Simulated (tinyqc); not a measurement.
# Hot electrons in a saturated n-channel MOSFET, lucky-electron model: effects of single changes

Beyond pinch-off the lateral field grows as Esat cosh(y/l) over the velocity-saturated region (pseudo-two-dimensional model). Impact ionisation in this region gives the substrate current, which biases the body forward through Rsub. Currents are per width. Local-field laws: they overstate ionisation when the field peak is narrower than an energy relaxation length.

Values chosen for this exercise; values close to those of silicon n-channel devices: channel length L = 0.35 um; oxide thickness tox = 8.9 nm; junction depth xj = 110 nm; threshold VT = 0.74 V; effective mobility mu = 370 cm^2/(V s); saturation velocity vs = 7.9e6 cm/s; ionisation prefactor Ai = 2e6 1/cm; ionisation field Bi = 1.65 MV/cm; resistance of the lightly doped drain Rd = 200 ohm um; substrate resistance Rsub = 28000 ohm um; fall of VT per volt of forward body bias kb = 0.25; lifetime exponent m = 3.1; lifetime constant Hl = 28000 s uA/um; drain voltage Vd = 2.6 V; gate voltage Vg = 1.5 V.

Constants: eps0 = 8.8541878128e-14 F/cm where lengths are in cm. Results are converted to the units shown.

Each table varies one quantity; the others keep the values above.

## Effect of the gate voltage

Cox = 3.9 eps0/tox, l = sqrt(3 tox xj), Esat = 2 vs/mu. Overdrive g = Vg - VT + kb Vb; Vdsat = g Esat L/(g + Esat L); Id = Cox vs (g - Vdsat); dV = Vd - Id Rd - Vdsat; Em = sqrt((dV/l)^2 + Esat^2); Isub = Id (Ai/Bi) l Em exp(-Bi/Em). Vb = Rsub Isub is solved self-consistently. Lifetime tau = (Hl/Id)(Isub/Id)^(-m); 1 year = 3.15576e7 s.

Effect of the gate voltage:
```
Vg (V)  Id (uA/um)  Em (MV/cm)  Isub (uA/um)  Isub/Id  tau (years)
0.89         4.324      0.4561        0.3477  0.08042       0.5077
1.1          22.41      0.4264         1.311  0.05848       0.2629
1.32         52.05      0.4015         2.254  0.04330       0.2875
1.53         87.33      0.3820         2.915  0.03338       0.3838
1.75         129.5      0.3647         3.366  0.02599       0.5620
1.96         173.5      0.3506         3.613  0.02082       0.8342
2.17         220.2      0.3382         3.725  0.01691        1.253
2.39         271.6      0.3267         3.737  0.01376        1.925
2.6          322.4      0.3169         3.678  0.01141        2.900
```

As Vg goes from 0.89 to 2.6 V, Em falls from 0.456 to 0.317 MV/cm, Isub goes from 0.348 through a maximum of 3.74 (at Vg = 2.39 V among the rows listed) to 3.68 uA/um and tau goes from 0.508 through a minimum of 0.263 (at Vg = 1.1 V among the rows listed) to 2.90 years. Id grows with Vg while the rising Vdsat lowers the field, hence the bell shape; the peak row has Vg/Vd = 0.92.

## Effect of the drain voltage

Same model as above.

Effect of the drain voltage:
```
Vd (V)  Id (uA/um)  Em (MV/cm)  Isub (uA/um)    Isub/Id  tau (years)
1.6         78.564     0.20388      0.032156  4.0930e-4     3.5934e5
1.79        78.671     0.23822       0.12083  0.0015358       5950.8
1.97        78.907     0.27084       0.31734  0.0040217       300.09
2.16        79.387     0.30527       0.71539  0.0090115       24.459
2.34        80.148     0.33781        1.3452   0.016784       3.5237
2.53        81.375     0.37200        2.3564   0.028958      0.63988
2.71        83.039     0.40420        3.7199   0.044797      0.16215
2.9         85.448     0.43792        5.6785   0.066456     0.046399
```

Read the table: what changes, and by how much?

As Vd goes from 1.6 to 2.9 V, Em rises from 0.204 to 0.438 MV/cm, Isub rises from 0.0322 to 5.68 uA/um and tau falls from 3.59e5 to 0.0464 years. The slope of ln(tau) against 1/Vd is 61.8 V between the first two rows and 51.8 V between the last two; ten years are last met at Vd = 2.16 V among the rows. For Vd = 1.6 to 1.79 V tau is a far extrapolation that only says that hot carriers are no limit.

## Effect of the resistance of the lightly doped drain

Same model as above.

Results:
```
Rd (ohm um)  Id (uA/um)  Em (MV/cm)  Isub (uA/um)   Isub/Id  tau (years)
0                82.107     0.38749        2.9569  0.036013      0.32260
150              81.995     0.38528        2.8654  0.034946      0.35460
300              81.886     0.38308        2.7761  0.033902      0.39007
800              81.543     0.37578        2.4941  0.030587      0.53891
1200             81.288     0.36998        2.2849  0.028109      0.70246
1600             81.051     0.36420        2.0894  0.025779      0.92128
```

Estimate the missing row, Rd = 500 ohm um.

Computed row:
```
Rd (ohm um)  Id (uA/um)  Em (MV/cm)  Isub (uA/um)   Isub/Id  tau (years)
500              81.746     0.38016        2.6605  0.032546      0.44345
```

With this row back in the table: As Rd goes from 0 to 1600 ohm um, Em falls from 0.387 to 0.364 MV/cm, Isub falls from 2.96 to 2.09 uA/um and tau rises from 0.323 to 0.921 years. From the first row to the last, log10(tau) changes by 0.46: 0.45 from (Isub/Id)^(-m), which holds Em and l, and 0.0056 from 1/Id. The price is 0.130 V dropped over Rd in the last row.

Program tinyqc, `OMP_NUM_THREADS=1 python tinyqc.py 2550137 2550138 out.jsonl`; Intel Xeon 2.30GHz, shared host, one thread, about 0.01 s.
